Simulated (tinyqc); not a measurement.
Inside a calculation. Method: Pariser-Parr-Pople SCF with singles CI, for the molecule C=Cc1ccccc1 (SMILES; centres numbered as the heavy atoms are written). Computed by tinyqc, a small Python program that keeps every step. Settings: charge = 0, gamma = Ohno, start = core, damping = 0.3, iteration cap = 90, excitations kept = 6. Command: `OMP_NUM_THREADS=1 python tinyqc.py 30563 30564 out.jsonl` (the two numbers bound the seeds that draw the settings). One thread of a shared host (Intel(R) Xeon(R) Processor @ 2.60GHz), about 0.01 s of CPU time with the checks. Later iterations appear only in the table of the cycle.

## PPP integrals

Centres (angstrom, eV; a flat drawing with bonds scaled to 1.40 angstrom):
```
centre        x        y  core charge z        W  gamma_rr
1C      -2.8790   0.4380              1  11.1600   11.1300
2C      -1.9300  -0.5910              1  11.1600   11.1300
3C      -0.5640  -0.2830              1  11.1600   11.1300
4C       0.3850  -1.3110              1  11.1600   11.1300
5C       1.7510  -1.0030              1  11.1600   11.1300
6C       2.1670   0.3330              1  11.1600   11.1300
7C       1.2180   1.3620              1  11.1600   11.1300
8C      -0.1480   1.0540              1  11.1600   11.1300
```

Resonance integrals (eV):
```
i  j     beta
1  2  -2.5700
2  3  -2.5700
3  4  -2.5700
4  5  -2.5700
5  6  -2.5700
6  7  -2.5700
7  8  -2.5700
8  3  -2.5700
```

Ohno: gamma = 14.399645/sqrt(R^2 + a^2), a = 2 x 14.399645/(gamma_rr + gamma_ss); H_rr = -W_r - sum_(s != r) z_s gamma_rs; H_rs = beta for bonds.

repulsion gamma_rs (eV), order 1C, 2C, 3C, 4C, 5C, 6C, 7C, 8C:
$$\begin{pmatrix}
11.1300 & 7.5544 & 5.2396 & 3.6710 & 2.8692 & 2.7637 & 3.2766 & 4.6690 \\
7.5544 & 11.1300 & 7.5530 & 5.2401 & 3.6702 & 3.2766 & 3.6696 & 5.2387 \\
5.2396 & 7.5530 & 11.1300 & 7.5566 & 5.2401 & 4.6690 & 5.2387 & 7.5532 \\
3.6710 & 5.2401 & 7.5566 & 11.1300 & 7.5530 & 5.2398 & 4.6688 & 5.2402 \\
2.8692 & 3.6702 & 5.2401 & 7.5530 & 11.1300 & 7.5560 & 5.2402 & 4.6691 \\
2.7637 & 3.2766 & 4.6690 & 5.2398 & 7.5560 & 11.1300 & 7.5544 & 5.2396 \\
3.2766 & 3.6696 & 5.2387 & 4.6688 & 5.2402 & 7.5544 & 11.1300 & 7.5530 \\
4.6690 & 5.2387 & 7.5532 & 5.2402 & 4.6691 & 5.2396 & 7.5530 & 11.1300
\end{pmatrix}$$

core matrix H (eV), order 1C, 2C, 3C, 4C, 5C, 6C, 7C, 8C:
$$\begin{pmatrix}
-41.2035 & -2.5700 & 0.0000 & 0.0000 & 0.0000 & 0.0000 & 0.0000 & 0.0000 \\
-2.5700 & -47.3626 & -2.5700 & 0.0000 & 0.0000 & 0.0000 & 0.0000 & 0.0000 \\
0.0000 & -2.5700 & -54.2101 & -2.5700 & 0.0000 & 0.0000 & 0.0000 & -2.5700 \\
0.0000 & 0.0000 & -2.5700 & -50.3294 & -2.5700 & 0.0000 & 0.0000 & 0.0000 \\
0.0000 & 0.0000 & 0.0000 & -2.5700 & -47.9577 & -2.5700 & 0.0000 & 0.0000 \\
0.0000 & 0.0000 & 0.0000 & 0.0000 & -2.5700 & -47.4592 & -2.5700 & 0.0000 \\
0.0000 & 0.0000 & 0.0000 & 0.0000 & 0.0000 & -2.5700 & -48.3613 & -2.5700 \\
0.0000 & 0.0000 & -2.5700 & 0.0000 & 0.0000 & 0.0000 & -2.5700 & -51.3227
\end{pmatrix}$$

## Starting guess

pi electrons, sum of z_r less the charge = 8

Orbitals of the core matrix H.

P at the start, order 1C, 2C, 3C, 4C, 5C, 6C, 7C, 8C:
$$\begin{pmatrix}
0.0695 & 0.2246 & 0.1477 & -0.1516 & -0.0103 & 0.1226 & 0.0357 & -0.1501 \\
0.2246 & 0.7556 & 0.6705 & -0.4011 & -0.0561 & 0.3238 & 0.0719 & -0.4077 \\
0.1477 & 0.6705 & 1.5857 & 0.3031 & -0.0800 & -0.0947 & -0.0917 & 0.2643 \\
-0.1516 & -0.4011 & 0.3031 & 1.4145 & 0.6834 & -0.0882 & -0.2765 & 0.0347 \\
-0.0103 & -0.0561 & -0.0800 & 0.6834 & 0.7756 & 0.6001 & 0.2499 & -0.2244 \\
0.1226 & 0.3238 & -0.0947 & -0.0882 & 0.6001 & 0.9973 & 0.6915 & -0.1585 \\
0.0357 & 0.0719 & -0.0917 & -0.2765 & 0.2499 & 0.6915 & 0.8316 & 0.5829 \\
-0.1501 & -0.4077 & 0.2643 & 0.0347 & -0.2244 & -0.1585 & 0.5829 & 1.5701
\end{pmatrix}$$

## Iteration 1: Fock matrix

F_rr = H_rr + P_rr gamma_rr / 2 + sum_(s != r) P_ss gamma_rs; F_rs = H_rs - P_rs gamma_rs / 2; E = tr P (H + F) / 2 + core repulsion sum_(r<s) z_r z_s gamma_rs.

F (eV), order 1C, 2C, 3C, 4C, 5C, 6C, 7C, 8C:
$$\begin{pmatrix}
-6.5699 & -3.4185 & -0.3870 & 0.2783 & 0.0148 & -0.1694 & -0.0585 & 0.3505 \\
-3.4185 & -5.8519 & -5.1023 & 1.0508 & 0.1030 & -0.5304 & -0.1319 & 1.0679 \\
-0.3870 & -5.1023 & -3.6888 & -3.7150 & 0.2095 & 0.2211 & 0.2401 & -3.5683 \\
0.2783 & 1.0508 & -3.7150 & -3.0662 & -5.1510 & 0.2310 & 0.6454 & -0.0909 \\
0.0148 & 0.1030 & 0.2095 & -5.1510 & -2.4513 & -4.8372 & -0.6548 & 0.5238 \\
-0.1694 & -0.5304 & 0.2211 & 0.2310 & -4.8372 & -4.0561 & -5.1819 & 0.4152 \\
-0.0585 & -0.1319 & 0.2401 & 0.6454 & -0.6548 & -5.1819 & -2.3643 & -4.7712 \\
0.3505 & 1.0679 & -3.5683 & -0.0909 & 0.5238 & 0.4152 & -4.7712 & -3.7845
\end{pmatrix}$$

pi energy = -96.7690 eV

## Iteration 1: orbitals and new P

Diagonalise F (the basis is taken as orthonormal) and form P = 2 sum c c over the lowest orbitals; 0.3 of the old P is kept.

orbital energies (eV): [-12.4771, -11.2320, -8.1485, -7.9152, -3.8141, 2.4606, 3.1300, 6.1634]

P after iteration 1, order 1C, 2C, 3C, 4C, 5C, 6C, 7C, 8C:
$$\begin{pmatrix}
0.6971 & 0.6437 & 0.0513 & -0.2758 & -0.0180 & 0.2241 & 0.0209 & -0.3073 \\
0.6437 & 0.9270 & 0.5942 & -0.1376 & -0.0631 & 0.1042 & -0.0015 & -0.1413 \\
0.0513 & 0.5942 & 1.2059 & 0.4722 & -0.0038 & -0.2238 & -0.0374 & 0.4673 \\
-0.2758 & -0.1376 & 0.4722 & 1.1450 & 0.6976 & -0.0167 & -0.2955 & -0.0441 \\
-0.0180 & -0.0631 & -0.0038 & 0.6976 & 0.8709 & 0.6210 & 0.1103 & -0.2797 \\
0.2241 & 0.1042 & -0.2238 & -0.0167 & 0.6210 & 1.0278 & 0.6779 & -0.0489 \\
0.0209 & -0.0015 & -0.0374 & -0.2955 & 0.1103 & 0.6779 & 0.8856 & 0.6412 \\
-0.3073 & -0.1413 & 0.4673 & -0.0441 & -0.2797 & -0.0489 & 0.6412 & 1.2406
\end{pmatrix}$$

## Iteration 2: Fock matrix

As before.

F (eV), order 1C, 2C, 3C, 4C, 5C, 6C, 7C, 8C:
$$\begin{pmatrix}
-5.7656 & -5.0015 & -0.1345 & 0.5062 & 0.0258 & -0.3097 & -0.0343 & 0.7173 \\
-5.0015 & -5.5160 & -4.8139 & 0.3606 & 0.1157 & -0.1708 & 0.0028 & 0.3700 \\
-0.1345 & -4.8139 & -4.8200 & -4.3541 & 0.0100 & 0.5224 & 0.0981 & -4.3347 \\
0.5062 & 0.3606 & -4.3541 & -4.8289 & -5.2044 & 0.0438 & 0.6899 & 0.1155 \\
0.0258 & 0.1157 & 0.0100 & -5.2044 & -4.5418 & -4.9162 & -0.2890 & 0.6529 \\
-0.3097 & -0.1708 & 0.5224 & 0.0438 & -4.9162 & -5.3741 & -5.1305 & 0.1282 \\
-0.0343 & 0.0028 & 0.0981 & 0.6899 & -0.2890 & -5.1305 & -4.3851 & -4.9914 \\
0.7173 & 0.3700 & -4.3347 & 0.1155 & 0.6529 & 0.1282 & -4.9914 & -5.0582
\end{pmatrix}$$

pi energy = -103.9445 eV

## Iteration 2: orbitals and new P

As before.

orbital energies (eV): [-14.3081, -12.3784, -10.4042, -9.4392, -1.6956, 1.1692, 1.9754, 4.7912]

P after iteration 2, order 1C, 2C, 3C, 4C, 5C, 6C, 7C, 8C:
$$\begin{pmatrix}
0.8968 & 0.8093 & 0.0309 & -0.2745 & -0.0153 & 0.2228 & 0.0058 & -0.3132 \\
0.8093 & 0.9741 & 0.5071 & -0.0499 & -0.0586 & 0.0366 & -0.0203 & -0.0521 \\
0.0309 & 0.5071 & 1.0648 & 0.5465 & 0.0128 & -0.2771 & -0.0109 & 0.5567 \\
-0.2745 & -0.0499 & 0.5465 & 1.0616 & 0.6989 & -0.0082 & -0.3092 & -0.0376 \\
-0.0153 & -0.0586 & 0.0128 & 0.6989 & 0.9261 & 0.6329 & 0.0486 & -0.3019 \\
0.2228 & 0.0366 & -0.2771 & -0.0082 & 0.6329 & 1.0383 & 0.6738 & -0.0203 \\
0.0058 & -0.0203 & -0.0109 & -0.3092 & 0.0486 & 0.6738 & 0.9257 & 0.6591 \\
-0.3132 & -0.0521 & 0.5567 & -0.0376 & -0.3019 & -0.0203 & 0.6591 & 1.1127
\end{pmatrix}$$

## Iteration 3: Fock matrix

As before.

F (eV), order 1C, 2C, 3C, 4C, 5C, 6C, 7C, 8C:
$$\begin{pmatrix}
-5.6233 & -5.6270 & -0.0809 & 0.5039 & 0.0220 & -0.3079 & -0.0096 & 0.7311 \\
-5.6270 & -5.5350 & -4.4850 & 0.1308 & 0.1075 & -0.0600 & 0.0372 & 0.1364 \\
-0.0809 & -4.4850 & -5.2523 & -4.6347 & -0.0335 & 0.6469 & 0.0285 & -4.6723 \\
0.5039 & 0.1308 & -4.6347 & -5.3912 & -5.2093 & 0.0214 & 0.7218 & 0.0985 \\
0.0220 & 0.1075 & -0.0335 & -5.2093 & -5.1668 & -4.9610 & -0.1274 & 0.7048 \\
-0.3079 & -0.0600 & 0.6469 & 0.0214 & -4.9610 & -5.6562 & -5.1151 & 0.0533 \\
-0.0096 & 0.0372 & 0.0285 & 0.7218 & -0.1274 & -5.1151 & -5.0616 & -5.0590 \\
0.7311 & 0.1364 & -4.6723 & 0.0985 & 0.7048 & 0.0533 & -5.0590 & -5.4791
\end{pmatrix}$$

pi energy = -106.7102 eV

## Iteration 3: orbitals and new P

As before.

orbital energies (eV): [-14.9675, -12.7845, -11.1155, -10.0019, -1.1179, 0.5949, 1.8492, 4.3776]

P after iteration 3, order 1C, 2C, 3C, 4C, 5C, 6C, 7C, 8C:
$$\begin{pmatrix}
0.9627 & 0.8780 & 0.0205 & -0.2536 & -0.0107 & 0.2040 & -0.0001 & -0.2894 \\
0.8780 & 0.9897 & 0.4435 & -0.0192 & -0.0524 & 0.0141 & -0.0245 & -0.0205 \\
0.0205 & 0.4435 & 1.0142 & 0.5812 & 0.0132 & -0.2989 & -0.0004 & 0.5962 \\
-0.2536 & -0.0192 & 0.5812 & 1.0327 & 0.6954 & -0.0072 & -0.3169 & -0.0242 \\
-0.0107 & -0.0524 & 0.0132 & 0.6954 & 0.9554 & 0.6407 & 0.0228 & -0.3118 \\
0.2040 & 0.0141 & -0.2989 & -0.0072 & 0.6407 & 1.0346 & 0.6721 & -0.0111 \\
-0.0001 & -0.0245 & -0.0004 & -0.3169 & 0.0228 & 0.6721 & 0.9514 & 0.6644 \\
-0.2894 & -0.0205 & 0.5962 & -0.0242 & -0.3118 & -0.0111 & 0.6644 & 1.0592
\end{pmatrix}$$

## Convergence

Stop when output and input P, before any damping, agree to 1e-7.

Course of the cycle:
```
iteration       E (eV)  largest |P(out) - P(in)|
1           -96.769021                  8.97e-01
2          -103.944472                  2.85e-01
3          -106.710203                  9.81e-02
4          -107.690800                  5.99e-02
5          -108.032403                  3.81e-02
6          -108.151916                  2.38e-02
7          -108.194259                  1.48e-02
8          -108.209514                  9.10e-03
9          -108.215119                  5.60e-03
10         -108.217226                  3.44e-03
11         -108.218039                  2.12e-03
...                ...                       ...
33         -108.218599                  1.30e-06
34         -108.218599                  9.77e-07
35         -108.218599                  7.35e-07
36         -108.218599                  5.53e-07
37         -108.218599                  4.16e-07
38         -108.218599                  3.13e-07
39         -108.218599                  2.35e-07
40         -108.218599                  1.77e-07
41         -108.218599                  1.33e-07
42         -108.218599                  1.00e-07
43         -108.218599                  7.54e-08
```

Converged in 43 iterations.

## Converged orbitals

Charges are z - P_rr.

orbital energies (eV): [-15.3279, -12.9558, -11.4717, -10.4495, -0.7405, 0.2817, 1.7658, 4.1379]

coefficients, order 1C, 2C, 3C, 4C, 5C, 6C, 7C, 8C:
$$\begin{pmatrix}
0.1485 & 0.4298 & 0.0111 & 0.5414 & 0.5414 & 0.0111 & -0.4298 & 0.1485 \\
0.2815 & 0.5323 & -0.0020 & 0.3708 & -0.3708 & 0.0020 & 0.5323 & -0.2815 \\
0.4884 & 0.3267 & -0.0178 & -0.3930 & -0.3930 & -0.0178 & -0.3267 & 0.4884 \\
0.3977 & 0.0114 & 0.4920 & -0.3156 & 0.3156 & -0.4920 & 0.0114 & -0.3977 \\
0.3469 & -0.3161 & 0.5085 & 0.1453 & 0.1453 & 0.5085 & 0.3161 & 0.3469 \\
0.3269 & -0.4653 & 0.0159 & 0.4200 & -0.4200 & -0.0159 & -0.4653 & -0.3269 \\
0.3451 & -0.3296 & -0.4909 & 0.1771 & 0.1771 & -0.4909 & 0.3296 & 0.3451 \\
0.3947 & -0.0057 & -0.5076 & -0.2942 & 0.2942 & 0.5076 & -0.0057 & -0.3947
\end{pmatrix}$$

pi charges: 1C 0.0000, 2C 0.0000, 3C 0.0000, 4C 0.0000, 5C 0.0000, 6C 0.0000, 7C 0.0000, 8C 0.0000

## Singles CI, singlets

Over the 6 single excitations with the smallest orbital gaps: A = (e_a - e_i) delta + 2 (ia|jb) - (ij|ab), with (pq|rs) = sum c_mp c_mq gamma_mn c_nr c_ns. f = 2/3 w |mu|^2 in atomic units, mu = sqrt2 sum c_ia sum_m c_mi c_ma R_m.

singlet CI matrix (eV), order 4>5, 3>5, 4>6, 3>6, 2>5, 4>7:
$$\begin{pmatrix}
5.2193 & -0.1345 & -0.1345 & -0.5956 & -0.1382 & 0.1382 \\
-0.1345 & 6.2161 & 0.7713 & 0.0069 & -0.1036 & 0.1341 \\
-0.1345 & 0.7713 & 6.2161 & 0.0069 & -0.1341 & 0.1036 \\
-0.5956 & 0.0069 & 0.0069 & 6.6795 & 0.5919 & -0.5919 \\
-0.1382 & -0.1036 & -0.1341 & 0.5919 & 7.5864 & 0.2048 \\
0.1382 & 0.1341 & 0.1036 & -0.5919 & 0.2048 & 7.5864
\end{pmatrix}$$

singlet excitation energies (eV): [4.9890, 5.4444, 6.1962, 7.0334, 7.7916, 8.0491]

oscillator strengths: [0.4247, 0.0000, 0.5085, 0.9489, 0.0000, 0.8129]

## Singles CI, triplets

Over the 6 single excitations with the smallest orbital gaps: A = (e_a - e_i) delta - (ij|ab), with (pq|rs) = sum c_mp c_mq gamma_mn c_nr c_ns.

triplet CI matrix (eV), order 4>5, 3>5, 4>6, 3>6, 2>5, 4>7:
$$\begin{pmatrix}
3.5309 & -0.0419 & -0.0419 & -0.2106 & -0.3765 & 0.3765 \\
-0.0419 & 5.2342 & -0.2106 & 0.0185 & -0.0228 & 0.0532 \\
-0.0419 & -0.2106 & 5.2342 & 0.0185 & -0.0532 & 0.0228 \\
-0.2106 & 0.0185 & 0.0185 & 4.6063 & 0.0120 & -0.0120 \\
-0.3765 & -0.0228 & -0.0532 & 0.0120 & 6.1785 & 1.6127 \\
0.3765 & 0.0532 & 0.0228 & -0.0120 & 1.6127 & 6.1785
\end{pmatrix}$$

triplet excitation energies (eV): [3.2756, 4.5804, 4.8332, 5.0374, 5.4444, 7.7916]
